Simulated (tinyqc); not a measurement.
CCD on RHF in the 6-31g basis, for H3-, spin multiplicity 1, step by step. The basis has no diffuse functions, so it cannot describe the extra electron: this is an exercise in the method, not the real anion. One step of it, computed by the program tinyqc.

Problem. Orthogonalisation. S = U s U^T; symmetric (Loewdin) form X = U s^(-1/2) U^T, so that X^T S X = 1.

overlap S, order 1H 1s, 1H 2s, 2H 1s, 2H 2s, 3H 1s, 3H 2s:
```
[[1.000000, 0.658292, 0.179845, 0.362358, 0.179845, 0.362358],
 [0.658292, 1.000000, 0.362358, 0.693222, 0.362358, 0.693222],
 [0.179845, 0.362358, 1.000000, 0.658292, 0.001991, 0.060812],
 [0.362358, 0.693222, 0.658292, 1.000000, 0.060812, 0.230935],
 [0.179845, 0.362358, 0.001991, 0.060812, 1.000000, 0.658292],
 [0.362358, 0.693222, 0.060812, 0.230935, 0.658292, 1.000000]]
```

Give: eigenvalues of S; X.

Solution.

eigenvalues of S: [0.080, 0.275, 0.405, 0.794, 1.492, 2.953]

X, order 1H 1s, 1H 2s, 2H 1s, 2H 2s, 3H 1s, 3H 2s:
```
[[1.275, -0.602, -0.010, 0.070, -0.010, 0.070],
 [-0.602, 2.351, 0.004, -0.855, 0.004, -0.855],
 [-0.010, 0.004, 1.255, -0.496, -0.005, 0.038],
 [0.070, -0.855, -0.496, 1.697, 0.038, 0.232],
 [-0.010, 0.004, -0.005, 0.038, 1.255, -0.496],
 [0.070, -0.855, 0.038, 0.232, -0.496, 1.697]]
```
